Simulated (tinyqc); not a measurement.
Polytypes and stacking faults of a tetrahedral semiconductor in an axial Ising model with couplings up to third neighbours: one step, computed by the program tinyqc.

Each double layer has s = +1 or -1 for the sense of its stacking step; E per pair of atoms = E0 - sum_n J_n <s_i s_(i+n)>, n = 1, 2, 3. Hexagonality h = (1 - <s_i s_(i+1)>)/2.

Task: Electronic energy gained by the fault. The fault binds electrons in a two-dimensional band E_b below the conduction edge, g2 = m m0/(pi hbar^2) for one valley. With the Fermi level held by the bulk, eta = ln[n/N_c(T)], N_c(T) = N_c (T/300)^1.5, the grand potential falls by g2 (k_B T)^2 F1(x), x = eta + E_b/(k_B T), F1(x) = integral from 0 to infinity of ln(1 + exp(x - t)) dt; sheet density g2 k_B T ln(1 + e^x). Band bending by the trapped charge is left out, so the gain is an upper bound. Net fault energy = gamma of the single Shockley (31) fault less the electronic gain.

Inputs (values chosen for the exercise, for a model crystal):
```
quantity                                    value    unit
binding energy of the fault level E_b        0.23      eV
in-plane mass m                              0.35      m0
effective density of states N_c at 300 K  3.1e+19  1/cm^3
electron density n                        1.5e+16  1/cm^3
temperature T                                1350       K
```

Host polytype: 4H.

energy of the glide fault, single Shockley (31) = 20.43806 mJ/m^2

Constants: m_0 = 9.1093837015e-31 kg; hbar = 1.054571817e-34 J s; k_B = 1.380649e-23 J/K; k_B = 8.617333262e-05 eV/K.

Give: x; sheet density; electronic gain; net fault energy.

Result:

x = -7.913

sheet density = 6.225e+09 1/cm^2

electronic gain = 0.001160 mJ/m^2

net fault energy = 20.44 mJ/m^2

The gain offsets 0.0057 % of the fault energy.
